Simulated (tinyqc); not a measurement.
RHF in the sto-3g basis, for BeH2, spin multiplicity 1, step by step. One step of it, computed by the program tinyqc.

Question. Iteration 2: building the Fock matrix. J_ij = sum D_kl (ij|kl), K_ij = sum D_kl (ik|jl); F = H + J - 0.5 K; E = tr D H + tr D J / 2 - 0.25 tr D K + E_nn.

D after iteration 1:
```
            1Be 1s     1Be 2s    1Be 2px    1Be 2py    1Be 2pz      2H 1s      3H 1s
1Be 1s    2.148309  -0.573909   0.000000   0.000690   0.000000   0.017918   0.017978
1Be 2s   -0.573909   2.205846   0.000000  -0.002673   0.000000  -0.043574  -0.043647
1Be 2px   0.000000   0.000000   1.446105   0.000000  -0.894981   0.000000   0.000000
1Be 2py   0.000690  -0.002673   0.000000   0.000003   0.000000   0.000053   0.000053
1Be 2pz   0.000000   0.000000  -0.894981   0.000000   0.553895   0.000000   0.000000
2H 1s     0.017918  -0.043574   0.000000   0.000053   0.000000   0.000882   0.000884
3H 1s     0.017978  -0.043647   0.000000   0.000053   0.000000   0.000884   0.000886
```

core Hamiltonian H = T + V (hartree):
```
            1Be 1s     1Be 2s    1Be 2px    1Be 2py    1Be 2pz      2H 1s      3H 1s
1Be 1s   -8.515223  -2.100452   0.000000   0.000059   0.000000  -0.298530  -0.301164
1Be 2s   -2.100452  -2.732180   0.000000   0.000409   0.000000  -0.889987  -0.894496
1Be 2px   0.000000   0.000000  -2.207530   0.000000   0.000000   0.000000   0.000000
1Be 2py   0.000059   0.000409   0.000000  -2.377158   0.000000  -1.008067   1.012082
1Be 2pz   0.000000   0.000000   0.000000   0.000000  -2.207530   0.000000   0.000000
2H 1s    -0.298530  -0.889987   0.000000  -1.008067   0.000000  -1.920342  -0.037643
3H 1s    -0.301164  -0.894496   0.000000   1.012082   0.000000  -0.037643  -1.923457
```

Two-electron integrals (ij|kl) in chemists' order, unique and non-zero (hartree):
```
(11|11) 2.298831    (21|11) 0.392036    (21|21) 0.079539    (22|11) 0.570988
(22|21) 0.143041    (22|22) 0.417683    (31|31) 0.014607    (32|31) 0.021888
(32|32) 0.092265    (33|11) 0.569578    (33|21) 0.143083    (33|22) 0.417589
(33|33) 0.449859    (41|41) 0.014607    (42|41) 0.021888    (42|42) 0.092265
(43|43) 0.024249    (44|11) 0.569578    (44|21) 0.143083    (44|22) 0.417589
(44|33) 0.401360    (44|44) 0.449859    (51|51) 0.014607    (52|51) 0.021888
(52|52) 0.092265    (53|53) 0.024249    (54|54) 0.024249    (55|11) 0.569578
(55|21) 0.143083    (55|22) 0.417589    (55|33) 0.401360    (55|44) 0.401360
(55|55) 0.449859    (61|11) 0.054224    (61|21) 0.010995    (61|22) 0.019949
(61|33) 0.019816    (61|41) 0.000968    (61|42) 0.001833    (61|44) 0.020225
(61|55) 0.019816    (61|61) 0.001593    (62|11) 0.152184    (62|21) 0.038793
(62|22) 0.126235    (62|33) 0.121211    (62|41) 0.005027    (62|42) 0.032798
(62|44) 0.136166    (62|55) 0.121211    (62|61) 0.005932    (62|62) 0.060673
(63|31) 0.003275    (63|32) 0.015996    (63|43) 0.005444    (63|63) 0.005028
(64|11) 0.171402    (64|21) 0.044170    (64|22) 0.150386    (64|33) 0.141544
(64|41) 0.008044    (64|42) 0.050607    (64|44) 0.167915    (64|55) 0.141544
(64|61) 0.007004    (64|62) 0.081564    (64|64) 0.112319    (65|51) 0.003275
(65|52) 0.015996    (65|54) 0.005444    (65|65) 0.005028    (66|11) 0.322778
(66|21) 0.083642    (66|22) 0.306260    (66|33) 0.284749    (66|41) 0.011718
(66|42) 0.101709    (66|44) 0.348971    (66|55) 0.284749    (66|61) 0.012999
(66|62) 0.193204    (66|64) 0.273870    (66|66) 0.774606    (71|11) 0.054702
(71|21) 0.011092    (71|22) 0.020125    (71|33) 0.019990    (71|41) -0.000976
(71|42) -0.001849   (71|44) 0.020404    (71|55) 0.019990    (71|61) 0.001468
(71|62) 0.005054    (71|64) 0.005588    (71|66) 0.010843    (71|71) 0.001621
(72|11) 0.153042    (72|21) 0.039010    (72|22) 0.126880    (72|33) 0.121834
(72|41) -0.005056   (72|42) -0.032948   (72|44) 0.136852    (72|55) 0.121834
(72|61) 0.005038    (72|62) 0.029328    (72|64) 0.032535    (72|66) 0.068216
(72|71) 0.006018    (72|72) 0.061200    (73|31) 0.003299    (73|32) 0.016101
(73|43) -0.005474   (73|63) 0.001814    (73|73) 0.005084    (74|11) -0.172193
(74|21) -0.044372   (74|22) -0.151014   (74|33) -0.142132   (74|41) 0.008094
(74|42) 0.050848    (74|44) -0.168622   (74|55) -0.142132   (74|61) -0.005563
(74|62) -0.032493   (74|64) -0.035357   (74|66) -0.075707   (74|71) -0.007099
(74|72) -0.082212   (74|74) 0.113146    (75|51) 0.003299    (75|52) 0.016101
(75|54) -0.005474   (75|65) 0.001814    (75|75) 0.005084    (76|11) 0.006326
(76|21) 0.001566    (76|22) 0.004446    (76|33) 0.004391    (76|41) 3.22e-07
(76|42) 2.09e-06    (76|44) 0.004552    (76|55) 0.004391    (76|61) 0.000219
(76|62) 0.001375    (76|64) 0.001658    (76|66) 0.003407    (76|71) 0.000221
(76|72) 0.001380    (76|74) -0.001662   (76|76) 0.000048    (77|11) 0.323554
(77|21) 0.083841    (77|22) 0.306835    (77|33) 0.285262    (77|41) -0.011771
(77|42) -0.101979   (77|44) 0.349672    (77|55) 0.285262    (77|61) 0.010772
(77|62) 0.067975    (77|64) 0.075529    (77|66) 0.162023    (77|71) 0.013147
(77|72) 0.194117    (77|74) -0.275004   (77|76) 0.003407    (77|77) 0.774606
```

nuclear repulsion = 2.75444742 hartree

Give: Coulomb J; exchange K; Fock matrix F; total energy of this density.

Answer.

Coulomb J (hartree):
```
          1Be 1s   1Be 2s  1Be 2px  1Be 2py  1Be 2pz   2H 1s    3H 1s
1Be 1s    6.8652   1.3468   0.0000  -0.0001   0.0000  0.1867   0.1883
1Be 2s    1.3468   2.7989   0.0000  -0.0004   0.0000  0.7959   0.8004
1Be 2px   0.0000   0.0000   2.8341   0.0000  -0.0434  0.0000   0.0000
1Be 2py  -0.0001  -0.0004   0.0000   2.7615   0.0000  0.9229  -0.9274
1Be 2pz   0.0000   0.0000  -0.0434   0.0000   2.7909  0.0000   0.0000
2H 1s     0.1867   0.7959   0.0000   0.9229   0.0000  1.8209   0.0302
3H 1s     0.1883   0.8004   0.0000  -0.9274   0.0000  0.0302   1.8255
```

exchange K (hartree):
```
         1Be 1s   1Be 2s  1Be 2px  1Be 2py  1Be 2pz   2H 1s    3H 1s
1Be 1s   4.6953   0.8289   0.0000   0.0000   0.0000  0.1167   0.1178
1Be 2s   0.8289   1.0934   0.0000  -0.0012   0.0000  0.2844   0.2868
1Be 2px  0.0000   0.0000   0.8712   0.0000  -0.3809  0.0000   0.0000
1Be 2py  0.0000  -0.0012   0.0000   0.2501   0.0000  0.0748  -0.0760
1Be 2pz  0.0000   0.0000  -0.3809   0.0000   0.4915  0.0000   0.0000
2H 1s    0.1167   0.2844   0.0000   0.0748   0.0000  0.1243   0.0602
3H 1s    0.1178   0.2868   0.0000  -0.0760   0.0000  0.0602   0.1262
```

Fock matrix F (hartree):
```
          1Be 1s   1Be 2s  1Be 2px  1Be 2py  1Be 2pz    2H 1s    3H 1s
1Be 1s   -3.9977  -1.1681   0.0000   0.0000   0.0000  -0.1702  -0.1717
1Be 2s   -1.1681  -0.4800   0.0000   0.0006   0.0000  -0.2363  -0.2375
1Be 2px   0.0000   0.0000   0.1910   0.0000   0.1471   0.0000   0.0000
1Be 2py   0.0000   0.0006   0.0000   0.2593   0.0000  -0.1225   0.1227
1Be 2pz   0.0000   0.0000   0.1471   0.0000   0.3376   0.0000   0.0000
2H 1s    -0.1702  -0.2363   0.0000  -0.1225   0.0000  -0.1616  -0.0376
3H 1s    -0.1717  -0.2375   0.0000   0.1227   0.0000  -0.0376  -0.1610
```

total energy of this density = -14.381132 hartree
